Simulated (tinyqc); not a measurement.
# Octagonal on-chip spiral inductor, lumped pi model: what changes with what

Outer diameter do = di + 2 n wd + 2 (n - 1) sp, mean da = (do + di)/2, fill p = (do - di)/(do + di), length l = 3.314 n da. L = 2.25 mu0 n^2 da/(1 + 3.55 p), mu0 = 4 pi 1e-7 H/m. Rs = rho l/(wd delta (1 - exp(-th/delta))), delta = sqrt(rho/(pi f mu0)). Cs = n wd^2 eps0 eo/hu across the coil. At each end Cox = l wd eps0 eo/(2 ho) leads to the substrate branch Rsi = 2 rs he/(l wd) in parallel with Csi = l wd eps0 11.7/(2 he). With one end grounded Y = 1/(Rs + i w L) + i w Cs + 1/[1/(i w Cox) + 1/(1/Rsi + i w Csi)], w = 2 pi f; Q = -Im Y/Re Y. Eddy currents in neighbouring turns and in the substrate are left out.

Inputs (values chosen for the exercise); values of the order met in silicon radio-frequency processes:

| symbol | value | unit | meaning |
|---|---|---|---|
| n | 3.5 |  | number of turns |
| wd | 6 | um | line width |
| sp | 1.5 | um | space between turns |
| di | 140 | um | inner diameter |
| th | 4 | um | metal thickness |
| rho | 1.9 | uohm cm | metal resistivity |
| ho | 9.8 | um | oxide below the coil |
| hu | 1.4 | um | oxide between coil and underpass |
| eo | 3.9 |  | relative permittivity of the oxide |
| rs | 100 | ohm cm | substrate resistivity |
| he | 80 | um | effective spreading depth in the substrate |
| f | 11 | GHz | frequency |

Constants: eps0 = 8.8541878128e-12 F/m. Results are converted to the units shown.

Each table varies one quantity; the others keep the values above.

## Quality factor against frequency

Apparent inductance Im(1/Y)/w; share of the loss Re(substrate branch)/Re Y.

Quality factor against frequency:
```
f (GHz)	Rs (ohm)	w L/Rs	Q	apparent inductance (nH)	loss in the substrate (%)
0.47	2.650	4.147	4.140	3.723	0.1042
0.77	3.033	5.937	5.911	3.725	0.3261
1.3	3.595	8.457	8.360	3.730	0.8992
2.1	4.304	11.41	11.11	3.742	2.040
3.4	5.269	15.09	14.22	3.776	4.352
5.5	6.560	19.60	17.20	3.867	8.786
9	8.310	25.32	18.88	4.140	16.95
15	10.69	32.80	16.33	5.175	30.60
24	13.51	41.52	6.071	13.10	47.18
```

What does the table show?

Q goes from 4.14 through a maximum of 18.9 (at f = 9 GHz among the rows listed) to 6.07; the exact peak is 18.9 at 9.30 GHz and Q reaches zero at the self-resonance, 28.2 GHz. The share of the substrate rises from 0.104 to 47.2 %, and the apparent inductance ends at 3.52 times L. At the peak the substrate takes 17.7 % of the loss. For f = 15, 24 the coil is longer than 0.15 of a wavelength in the oxide, where one lumped section is rough.

## Effect of the metal thickness

Same model as above.

Peak Q and its frequency from a search over f; self-resonance where Im Y = 0; Q at the given f (negative beyond resonance).

The same in every row: L (nH) = 3.722; do (um) = 189.5.

Results:
```
th (um)	peak Q	f of the peak (GHz)	self-resonance (GHz)	Q at f
0.5	11.23	12.86	28.22	11.01
0.9	14.72	11.63	28.22	14.69
1.5	17.13	10.57	28.22	17.11
2	18.03	10.04	28.22	17.94
3	18.72	9.504	28.22	18.51
4	18.89	9.298	28.22	18.63
9	18.95	9.195	28.22	18.66
```

Estimate the missing row, th = 6 um.

Computed row:
```
th (um)	peak Q	f of the peak (GHz)	self-resonance (GHz)	Q at f
6	18.95	9.204	28.22	18.66
```

With this row back in the table: As th goes from 0.5 to 9, L stays at 3.72 nH, the peak Q rises from 11.2 to 19.0, its frequency falls from 12.9 to 9.19 GHz and the self-resonance stays near 28.2 GHz. Once th exceeds a few skin depths Rs no longer falls.

Computed by the program tinyqc: `OMP_NUM_THREADS=1 python tinyqc.py 2302129 2302130 out.jsonl`, one thread of a shared Intel Xeon 2.30GHz, about 0.01 s for the whole run.
